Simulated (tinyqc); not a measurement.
Strain-driven roughening and islands of a mismatched epitaxial film. Which input was changed? Computed by tinyqc, a small Python program. Command: `OMP_NUM_THREADS=1 python tinyqc.py 3014404 3014405 out.jsonl island which`. One thread of a shared host (Intel(R) Xeon(R) Processor @ 2.30GHz), about 0.06 s of CPU time with the checks.

Film and substrate share isotropic elastic constants; the film is coherent and biaxially strained.

Inputs (values chosen for the exercise, for a model film): misfit |f| = 0.0238; shear modulus G = 31.2 GPa; Poisson ratio nu = 0.32; surface energy gamma = 0.665 J/m^2; contact angle of the shallow shape theta_1 = 8.83 degrees; contact angle of the steep shape theta_2 = 31 degrees; facet energy of shape 1 over gamma = 1.01; facet energy of shape 2 over gamma = 0.9892; wetting energy gamma_s - gamma = 0.063 J/m^2; decay length of wetting delta = 0.44 nm; surface mobility D_s nu_s Omega^2/(k_B T) = 1.4e-35 m^6/(J s).

Transport: surface diffusion.

Constants: e = 1.602176634e-19 C.

Method:
- M = 2 G (1 + nu)/(1 - nu); stress = M f; energy density w = M f^2.
- A ripple A cos(k x) has the surface chemical potential per volume [gamma k^2 - 2 (1 + nu) w k] A cos(k x), so k_c = 2 (1 + nu) w/gamma. With surface diffusion the amplitude grows at the rate q = B k^2 [2 (1 + nu) w k - gamma k^2], fastest at k_m = (3/4) k_c. B is the surface mobility.
- The surface energy depends on thickness as gamma + (gamma_s - gamma) exp(-h/delta). Its curvature adds W2 = (gamma_s - gamma) exp(-h/delta)/delta^2 to the restoring terms; the flat film is stable while W2 > (1 + nu)^2 w^2/gamma, which gives h_c = delta ln[(gamma_s - gamma) gamma/(delta^2 (1 + nu)^2 w^2)], or 0 if negative.
- Shallow faceted island (Tersoff form): E = 4 Gam V^(2/3) tan^(1/3)(theta) - 6 c V tan(theta), Gam = gamma [x/sin(theta) - 1/tan(theta)], x the facet energy over gamma, c = stress^2 (1 - nu)/(2 pi G).
- The barrier is the maximum of E, at V_c = [4 Gam/(9 c)]^3 / tan^2(theta) (1 GPa nm = 1 J/m^2).

Problem. One of these inputs alone was changed, within the range given: misfit |f| (0.0119 to 0.0476); Poisson ratio nu (0.16 to 0.42); surface mobility D_s nu_s Omega^2/(k_B T) (7e-36 to 2.8e-35); facet energy of shape 2 over gamma (0.95 to 1.2). Which one, and to what value?

Results:
```
run     growth time 1/q at k_m (s)  wetting-layer thickness h_c (nm)  critical volume, shape 1 (nm^3)
before                    185.0049                          1.439974                         128.8119
after                     242.0625                          1.439974                         128.8119
```

Solution.

Each candidate set to reproduce growth time 1/q at k_m, and what it then gives:
```
candidate                                                range searched  value needed  wetting-layer thickness h_c (nm)  critical volume, shape 1 (nm^3)
misfit |f|                                             0.0119 to 0.0476       0.02301                            1.4991                           157.58
Poisson ratio nu                                           0.16 to 0.42        0.2974                            1.4991                           157.58
surface mobility D_s nu_s Omega^2/(k_B T) (m^6/(J s))  7e-36 to 2.8e-35     1.070e-35                            1.4400                           128.81
facet energy of shape 2 over gamma                          0.95 to 1.2     no effect                                 -                                -
```

Only surface mobility D_s nu_s Omega^2/(k_B T) fits every result: it went from 1.4e-35 to 1.07e-35 m^6/(J s). The next best candidate, misfit |f|, misses one result by 22 %.
